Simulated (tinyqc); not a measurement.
Resonant-tunnelling diode, transfer matrices and Tsu-Esaki current: one step of the calculation.

Emitter (band edge 0), barrier d1, well Lw, barrier d2, collector (edge -V). The bias drops linearly over these layers and none in the contacts; each layer is cut into ns equal slices, flat at the value of their centres. E is the energy of motion across the layers, C = hbar^2/(2 m0), psi and psi'/m are continuous. Transport is coherent, T(E) is taken as independent of the transverse momentum, and charge in the well is ignored.

Question. Slices under bias. U = edge of the layer - V x/Lt at the centre x of each slice, Lt the summed thickness.

Inputs (values chosen for the exercise); masses and offsets close to those of InGaAs wells and InP barriers: mass in the well, spacer and contacts mw = 0.041 m0; barrier height U1 = 0.24 eV; barrier mass m1 = 0.08 m0; emitter barrier d1 = 2.7 nm; well width Lw = 9 nm; collector barrier d2 = 2.7 nm; slices in each layer ns = 1; bias of the collector V = 0.044 V.

Find: U; m; width.

Answer.

```
slice    U (eV)  m (m0)  width (nm)
0       0.23588    0.08      2.7000
1      -0.02200   0.041      9.0000
2       0.20012    0.08      2.7000
```

Program tinyqc, `OMP_NUM_THREADS=1 python tinyqc.py 2600026 2600027 out.jsonl`; Intel Xeon 2.30GHz, shared host, one thread, about 0.08 s.
